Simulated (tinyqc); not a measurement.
On-chip power grid, static voltage drop by conjugate gradients: one step of the calculation.

A grid of 4 rows and 3 columns, node k = 3 row + column. Neighbours in a row are joined by Rx, in a column by Ry; pad nodes, which reach the supply through Rp: 0. Each node draws I0, node 11 draws kh I0. The drops u = Vdd - V solve G u = i, with G the conductance matrix (1/Rp added on the diagonal at pad nodes).

Task. Conjugate-gradient step. q = G p; a = (r.r)/(p.q); u(new) = u + a p; r(new) = r - a q; b = (r.r)(new)/(r.r); p(new) = r(new) + b p.

Inputs (values chosen for the exercise):
```
symbol,value,unit,meaning
Rx,1.8,ohm,resistance of a horizontal segment
Ry,1.1,ohm,resistance of a vertical segment
Rp,0.52,ohm,resistance from a pad node to the supply
```

u at the start (mV):

|  | col 0 | col 1 | col 2 |
|---|---|---|---|
| row 0 | 0 | 0 | 0 |
| row 1 | 0 | 0 | 0 |
| row 2 | 0 | 0 | 0 |
| row 3 | 0 | 0 | 0 |

r at the start (mA):

|  | col 0 | col 1 | col 2 |
|---|---|---|---|
| row 0 | 1.4 | 1.4 | 1.4 |
| row 1 | 1.4 | 1.4 | 1.4 |
| row 2 | 1.4 | 1.4 | 1.4 |
| row 3 | 1.4 | 1.4 | 7 |

p at the start (mA):

|  | col 0 | col 1 | col 2 |
|---|---|---|---|
| row 0 | 1.4 | 1.4 | 1.4 |
| row 1 | 1.4 | 1.4 | 1.4 |
| row 2 | 1.4 | 1.4 | 1.4 |
| row 3 | 1.4 | 1.4 | 7 |

Give: q; a; u after iteration 1; r after iteration 1; b; p after iteration 1.

Result.

q (mA S):

|  | col 0 | col 1 | col 2 |
|---|---|---|---|
| row 0 | 2.6923 | 0.0000 | 0.0000 |
| row 1 | 0.0000 | 0.0000 | 0.0000 |
| row 2 | 0.0000 | 0.0000 | -5.0909 |
| row 3 | 0.0000 | -3.1111 | 8.2020 |

a = 1.4197 ohm

u after iteration 1 (mV):

|  | col 0 | col 1 | col 2 |
|---|---|---|---|
| row 0 | 1.9876 | 1.9876 | 1.9876 |
| row 1 | 1.9876 | 1.9876 | 1.9876 |
| row 2 | 1.9876 | 1.9876 | 1.9876 |
| row 3 | 1.9876 | 1.9876 | 9.9379 |

r after iteration 1 (mA):

|  | col 0 | col 1 | col 2 |
|---|---|---|---|
| row 0 | -2.4223 | 1.4000 | 1.4000 |
| row 1 | 1.4000 | 1.4000 | 1.4000 |
| row 2 | 1.4000 | 1.4000 | 8.6276 |
| row 3 | 1.4000 | 5.8169 | -4.6444 |

b = 2.1455

p after iteration 1 (mA):

|  | col 0 | col 1 | col 2 |
|---|---|---|---|
| row 0 | 0.581 | 4.404 | 4.404 |
| row 1 | 4.404 | 4.404 | 4.404 |
| row 2 | 4.404 | 4.404 | 11.631 |
| row 3 | 4.404 | 8.821 | 10.374 |

Program tinyqc, `OMP_NUM_THREADS=1 python tinyqc.py 2770197 2770198 out.jsonl`; Intel Xeon 2.30GHz, shared host, one thread, about 0.1 s.
